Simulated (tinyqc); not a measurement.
Self-consistent Fermi level with native defects, at growth and after a quench: one step, computed by the program tinyqc. Command: `OMP_NUM_THREADS=1 python tinyqc.py 3024648 3024649 out.jsonl scfermi walk`. One thread of a shared host (Intel(R) Xeon(R) Processor @ 2.30GHz), about 0.05 s of CPU time with the checks.

Energies are counted from the top of the valence band (VBM); when the gap shrinks with temperature the conduction band moves and the levels stay. The added dopant is taken as fully ionised. D and A draw on one reservoir with opposite signs, as the two vacancies of a compound do.

Question. Equilibrium at growth. n = N_c F_1/2((E_F - E_g)/k_B T), p = N_v F_1/2(-E_F/k_B T). F_1/2(eta) = (2/sqrt(pi)) int_0^infinity sqrt(x)/(1 + exp(x - eta)) dx, by the trapezoid rule in t = sqrt(x) with step 0.02 up to t = 12 (for eta < -12 by exp(eta) - exp(2 eta)/2^(3/2)). In equilibrium c_q = N_s exp(-(E_f(q, 0) + q E_F)/k_B T). Net charge = p - n + sum q c_q + N_X; the log ratio is ln(positive charge/negative charge). E_F is the root of the log ratio, by 50 bisections between -0.5 eV and E_g + 0.5 eV.

Inputs (values chosen for the exercise, for a model semiconductor): site density N_s = 4.3e+22 cm^-3; dopant density N_X = 2.3e+18 cm^-3; growth temperature T_g = 1180 K.

Added shallow dopant: donor.

E_g(T_g) = 1.394 eV

N_c(T_g) = 3.679953e+18 cm^-3

N_v(T_g) = 6.900236e+19 cm^-3

k_B T_g = 0.1016845 eV

E_f(q, E_F = 0) (eV): D(+2) -0.6040, D(+1) 0.2560, D(0) 1.1820, A(0) 2.6600, A(-1) 2.7035, A(-2) 3.4725

Give: E_F at growth; n at growth; p at growth; Defects at growth; total D; total A.

Answer.

E_F at growth = 1.190 eV

n at growth = 4.717e+17 cm^-3

p at growth = 5.722e+14 cm^-3

Defects at growth:

| state | E_f (eV) | c (cm^-3) |
|---|---|---|
| D(+2) | 1.775 | 1.124e+15 |
| D(+1) | 1.446 | 2.876e+16 |
| D(0) | 1.182 | 3.847e+17 |
| A(0) | 2.660 | 1.873e+11 |
| A(-1) | 1.514 | 1.473e+16 |
| A(-2) | 1.093 | 9.226e+17 |

total D = 4.146e+17 cm^-3

total A = 9.373e+17 cm^-3

The largest part of the positive charge comes from the dopant (99 %) and that of the negative charge from charged A (80 %).
